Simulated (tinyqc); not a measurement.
When U turns negative: defect-molecule model of a vacancy with Jahn-Teller distortion.

Four dangling hybrids a, b, c, d point into the vacancy: H_ii = E0, and -gm between any two. A tetragonal distortion Q pairs a with b and c with d: those two couplings become -gm - I Q and the other four -gm + I Q/2, at an elastic cost k Q^2/2. The a1 level holds two electrons; charge states 2+, + and 0 put n = 0, 1, 2 more into the lowest level of t2 origin. Energy from the 2+ state at Q = 0, with the Fermi level mu counted from Ev: W_n(Q) = n (et - 2 I Q) + k Q^2/2 + Uc n (n - 1)/2 - n mu. et = E0 + gm is the undistorted t2 level.

Parameters, chosen for this exercise (of the size used for the vacancy in silicon; not measured data):
- E0 = -0.01 eV (level of a dangling hybrid, from Ev)
- gm = 0.4 eV (coupling between two dangling hybrids)
- I = 1.08 eV/angstrom (Jahn-Teller coupling)
- Uc = 0.17 eV (repulsion of two electrons in one orbital)

The force constant is varied. E_JT = 2 I^2/k, E(2+/+) = et - E_JT, E(+/0) = et - 3 E_JT + Uc, U_eff = Uc - 2 E_JT.

Against k:

| k (eV/angstrom^2) | E_JT (eV) | (2+/+) (eV) | (+/0) (eV) | U_eff (eV) | Q of the neutral state (angstrom) |
|---|---|---|---|---|---|
| 8 | 0.2916 | 0.0984 | -0.3148 | -0.4132 | 0.5400 |
| 12 | 0.1944 | 0.1956 | -0.0232 | -0.2188 | 0.3600 |
| 16 | 0.1458 | 0.2442 | 0.1226 | -0.1216 | 0.2700 |
| 24 | 0.0972 | 0.2928 | 0.2684 | -0.0244 | 0.1800 |
| 32 | 0.0729 | 0.3171 | 0.3413 | 0.0242 | 0.1350 |
| 64 | 0.0365 | 0.3535 | 0.4506 | 0.0971 | 0.0675 |
| 96 | 0.0243 | 0.3657 | 0.4871 | 0.1214 | 0.0450 |

Give the missing row, k (eV/angstrom^2) = 48.

Computed row:
```
k (eV/angstrom^2)  E_JT (eV)  (2+/+) (eV)  (+/0) (eV)  U_eff (eV)  Q of the neutral state (angstrom)
48                    0.0486       0.3414      0.4142      0.0728                             0.0900
```

k at which U_eff = 0 = 27.44 eV/angstrom^2

Levels below 0 lie in the valence band. U_eff is negative for k below 4 I^2/Uc = 27.4: 4 of the 8 rows. The gain grows as n^2, so the second electron wins 3 E_JT where the first wins E_JT. For a stiff lattice the levels tend to et = 0.390 and et + Uc = 0.560 eV. Distortions above about 0.5 angstrom (1 of the rows) are beyond a linear coupling.

Program tinyqc; command `OMP_NUM_THREADS=1 python tinyqc.py 1450318 1450319 out.jsonl`; about 0.01 s on one thread of a shared Intel(R) Xeon(R) Processor @ 2.30GHz.
